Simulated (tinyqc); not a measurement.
Inside a calculation. Method: plane-wave Kohn-Sham cycle with exchange-only LDA in a layered model solid. Computed by tinyqc, a small Python program that keeps every step. Settings: points = 16, plane-wave index or count = 2, electrons = 4, k points = 1, area = 11.0, mixing = 0.1, iteration cap = 66. Command: `OMP_NUM_THREADS=1 python tinyqc.py 30745 30746 out.jsonl` (the two numbers bound the seeds that draw the settings). One thread of a shared host (Intel(R) Xeon(R) Processor @ 2.60GHz), about 0.01 s of CPU time with the checks. Later iterations appear only in the table of the cycle.

## Iteration 1: potential

A solid whose potential varies along x alone (atomic units):
```
parameter                      value
period a                    8.300000
cross-section of the cell  11.000000
electrons per cell                 4
grid points                       16
plane waves -n..n, n               2
k points                           1
V1 in V1 cos(2 pi x/a)     -0.390000
```

density at the start, on the grid x_j = j a/N (e/bohr^3): [0.04381161, 0.04381161, 0.04381161, 0.04381161, 0.04381161, 0.04381161, 0.04381161, 0.04381161, 0.04381161, 0.04381161, 0.04381161, 0.04381161, 0.04381161, 0.04381161, 0.04381161, 0.04381161]

V_H(G) = 4 pi rho(G)/G^2 for G != 0 (uniform background); v_x = -(3 rho/pi)^(1/3); V = V_ext + V_H + v_x; Fourier components f(G_m) = (1/N) sum_j f(x_j) exp(-i G_m x_j).

Potentials on the grid (hartree):
```
x             V_ext       V_H        v_x          V
0.000000  -0.390000  0.000000  -0.347152  -0.737152
0.518750  -0.360313  0.000000  -0.347152  -0.707465
1.037500  -0.275772  0.000000  -0.347152  -0.622924
1.556250  -0.149247  0.000000  -0.347152  -0.496399
2.075000          0  0.000000  -0.347152  -0.347152
2.593750   0.149247  0.000000  -0.347152  -0.197906
3.112500   0.275772  0.000000  -0.347152  -0.071381
3.631250   0.360313  0.000000  -0.347152   0.013161
4.150000   0.390000  0.000000  -0.347152   0.042848
4.668750   0.360313  0.000000  -0.347152   0.013161
5.187500   0.275772  0.000000  -0.347152  -0.071381
5.706250   0.149247  0.000000  -0.347152  -0.197906
6.225000          0  0.000000  -0.347152  -0.347152
6.743750  -0.149247  0.000000  -0.347152  -0.496399
7.262500  -0.275772  0.000000  -0.347152  -0.622924
7.781250  -0.360313  0.000000  -0.347152  -0.707465
```

V(G_m), m = 0, 1, 2, ... (hartree): [-0.347152, -0.195000, 0.000000, 0.000000, 0.000000]

## Iteration 1: Hamiltonian at one k

k = 0.000000 2 pi / a

H(m,m') = (k + G_m)^2/2 delta + V(G_m - G_m'), with V(-G) = V(G).

H (hartree), order -2, -1, +0, +1, +2:
$$\begin{pmatrix}
0.798977 & -0.195000 & 0.000000 & 0.000000 & 0.000000 \\
-0.195000 & -0.060620 & -0.195000 & 0.000000 & 0.000000 \\
0.000000 & -0.195000 & -0.347152 & -0.195000 & 0.000000 \\
0.000000 & 0.000000 & -0.195000 & -0.060620 & -0.195000 \\
0.000000 & 0.000000 & 0.000000 & -0.195000 & 0.798977
\end{pmatrix}$$

## Iteration 1: levels at that k

Diagonalise the Hermitian matrix.

eigenvalues (hartree): [-0.522673, -0.102787, 0.069685, 0.841144, 0.844192]

## Iteration 1: new density

Motion across x is left out: the lowest 2 band(s) hold two electrons at each of the k points (j + 1/2)/nk - 1/2. Residual R = rho(out) - rho(in); rho(new) = rho(in) + 0.1 R. rho(out) = 2/(a A nk) sum |psi|^2 with psi = sum c exp(i G x). Harris energy E = band energy - dV sum rho (V_H/2 + v_x) + (3/4) dV sum rho v_x with rho(in), dV = a A/N, band energy = (2/nk) sum of the filled levels.

rho(out) (e/bohr^3): [0.06402841, 0.06944720, 0.07717495, 0.07275805, 0.05350565, 0.02976532, 0.01213218, 0.00327588, 0.00083892, 0.00327588, 0.01213218, 0.02976532, 0.05350565, 0.07275805, 0.07717495, 0.06944720]

density after iteration 1 (e/bohr^3): [0.04583329, 0.04637517, 0.04714794, 0.04670625, 0.04478101, 0.04240698, 0.04064367, 0.03975804, 0.03951434, 0.03975804, 0.04064367, 0.04240698, 0.04478101, 0.04670625, 0.04714794, 0.04637517]

energy per cell = -0.90376885 hartree

## Iteration 2: potential

As before.

Potentials on the grid (hartree):
```
x             V_ext        V_H        v_x          V
0.000000  -0.390000   0.077422  -0.352412  -0.664990
0.518750  -0.360313   0.073837  -0.353795  -0.640272
1.037500  -0.275772   0.061508  -0.355750  -0.570014
1.556250  -0.149247   0.038259  -0.354635  -0.465623
2.075000          0   0.005661  -0.349694  -0.344034
2.593750   0.149247  -0.030090  -0.343402  -0.224246
3.112500   0.275772  -0.061277  -0.338575  -0.124080
3.631250   0.360313  -0.082005  -0.336098  -0.057790
4.150000   0.390000  -0.089205  -0.335410  -0.034615
4.668750   0.360313  -0.082005  -0.336098  -0.057790
5.187500   0.275772  -0.061277  -0.338575  -0.124080
5.706250   0.149247  -0.030090  -0.343402  -0.224246
6.225000          0   0.005661  -0.349694  -0.344034
6.743750  -0.149247   0.038259  -0.354635  -0.465623
7.262500  -0.275772   0.061508  -0.355750  -0.570014
7.781250  -0.360313   0.073837  -0.353795  -0.640272
```

V(G_m), m = 0, 1, 2, ... (hartree): [-0.346983, -0.157628, -0.001445, 0.000029, 0.000032]

## Iteration 2: Hamiltonian at one k

k = 0.000000 2 pi / a

As before.

H (hartree), order -2, -1, +0, +1, +2:
$$\begin{pmatrix}
0.799147 & -0.157628 & -0.001445 & 0.000029 & 0.000032 \\
-0.157628 & -0.060450 & -0.157628 & -0.001445 & 0.000029 \\
-0.001445 & -0.157628 & -0.346983 & -0.157628 & -0.001445 \\
0.000029 & -0.001445 & -0.157628 & -0.060450 & -0.157628 \\
0.000032 & 0.000029 & -0.001445 & -0.157628 & 0.799147
\end{pmatrix}$$

## Iteration 2: levels at that k

As before.

eigenvalues (hartree): [-0.473886, -0.087054, 0.035857, 0.827163, 0.828330]

## Iteration 2: new density

As before.

rho(out) (e/bohr^3): [0.05989988, 0.06529476, 0.07383500, 0.07197127, 0.05576955, 0.03339261, 0.01496143, 0.00458780, 0.00146104, 0.00458780, 0.01496143, 0.03339261, 0.05576955, 0.07197127, 0.07383500, 0.06529476]

density after iteration 2 (e/bohr^3): [0.04723995, 0.04826713, 0.04981665, 0.04923276, 0.04587987, 0.04150554, 0.03807544, 0.03624101, 0.03570901, 0.03624101, 0.03807544, 0.04150554, 0.04587987, 0.04923276, 0.04981665, 0.04826713]

energy per cell = -0.78209121 hartree

## Convergence

Stop when sqrt(dV sum R^2) is below 1e-8, dV = a A/N.

Course of the cycle:
```
iteration  E (hartree)  norm of the residual
1          -0.90376885              2.76e-01
2          -0.78209121              2.30e-01
3          -0.70217963              1.89e-01
4          -0.65259195              1.55e-01
5          -0.62367172              1.26e-01
6          -0.60771154              1.05e-01
7          -0.59916884              8.91e-02
8          -0.59454936              7.74e-02
9          -0.60027184              2.33e-01
10         -0.60120404              9.62e-02
11         -0.59606340              8.38e-02
...                ...                   ...
56         -0.59615648              8.57e-02
57         -0.59602722              2.24e-01
58         -0.60272496              1.03e-01
59         -0.59740465              8.99e-02
60         -0.59417873              7.96e-02
61         -0.60065384              2.30e-01
62         -0.60077611              9.77e-02
63         -0.59615444              8.57e-02
64         -0.59603171              2.24e-01
65         -0.60272289              1.03e-01
66         -0.59740311              8.99e-02
```

Not converged within 66 iterations: the residual wanders without falling. At the k point shown the highest filled and lowest empty bands lie only 0.0064 hartree apart, so integer filling is fragile. Reruns (cap 100 unless said): mixing 0.5, Kerker q0 1.0: not converged; mixing 0.3, Pulay depth 5: not converged; the original settings with a cap of 400: not converged.
